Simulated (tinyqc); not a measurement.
## Ideality, saturation current and resistance from three points

Question. Well above the saturation current a diode obeys V = n Vt ln(I/I0) + I Rs. Find n, Rs and I0.

Values chosen for this exercise: temperature T = 300 K.

Constants: q = 1.602176634e-19 C, kB = 1.380649e-23 J/K, Vt = kB T/q. Results are converted to the units shown.

currents (A): 1e-5  0.0003  0.007
voltages (V): 0.75233258  0.92227676  1.1825666

Answer. V is linear in the three unknowns n Vt, Rs and -n Vt ln I0, so three points give a linear system.

n = 1.880
Rs = 16.00 ohm
I0 = 1.900e-12 A

Program tinyqc, `OMP_NUM_THREADS=1 python tinyqc.py 2260129 2260130 out.jsonl`; Intel Xeon 2.30GHz, shared host, one thread, about 0.01 s.
